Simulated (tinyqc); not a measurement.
Thermal stress, cracking, delamination and buckling of a thin film; Griffith cracks and misfitting inclusions: one step, computed by the program tinyqc. Command: `OMP_NUM_THREADS=1 python tinyqc.py 3027159 3027160 out.jsonl filmcrack walk`. One thread of a shared host (Intel(R) Xeon(R) Processor @ 2.30GHz), about 0.01 s of CPU time with the checks.

Isotropic linear elasticity; the substrate is much thicker than the film; stress is positive in tension.

Problem. Elastic mismatch. Dundurs alpha = (Ebar - Ebar_s)/(Ebar + Ebar_s), with Ebar_s = E_s/(1 - nu_s^2). The channel-crack factor is taken as g = 1.258 (1 - alpha)^(-0.7), a rough interpolation chosen for the exercise (1.258 is the value for matched materials).

Inputs (values chosen for the exercise, modelled on a porous low-k oxide on silicon):
```
quantity                       value  unit
deposition temperature T_d       525     K
final temperature T              300     K
substrate Young's modulus E_s    158   GPa
substrate Poisson ratio nu_s    0.21     -
```

Ebar = 8.860357 GPa

Give: Dundurs alpha; factor g.

Solution.

Dundurs alpha = -0.89824

factor g = 0.80322

The stiffer substrate holds the crack faces and lowers the driving force.
